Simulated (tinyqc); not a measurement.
Threshold-voltage variability of a planar MOSFET, analytic estimates: one step of the calculation.

Three independent sources add in quadrature: random dopants in the depleted layer, metal-gate grains of two orientations, and roughness of the two gate edges acting through the roll-off VT = VT(long) - Vr exp(-L/l). These are first-order estimates: no three-dimensional electrostatics, no percolation.

Question. Margin in standard deviations for the wanted yield. Cells fail independently with probability Q(k) = erfc(k/sqrt(2))/2 when the margin is k standard deviations, and Y = exp(-Nb Q(k)). phi = exp(-k^2/2)/sqrt(2 pi). Newton steps on ln Q(k) = ln(-ln(Y)/Nb): k(new) = k + [ln Q - ln(-ln(Y)/Nb)] Q/phi.

Values chosen for this exercise:
- Nb = 268435456 (number of cells)
- Y = 0.974 (wanted yield)

k after iteration 1 = 7.0018255

Give: Q(k); phi; k after iteration 2.

Answer.

Q(k) = 1.2632e-12
phi = 9.0187e-12
k after iteration 2 = 6.3921

Computed by the program tinyqc: `OMP_NUM_THREADS=1 python tinyqc.py 2090006 2090007 out.jsonl`, one thread of a shared Intel Xeon 2.30GHz, about 0.01 s for the whole run.
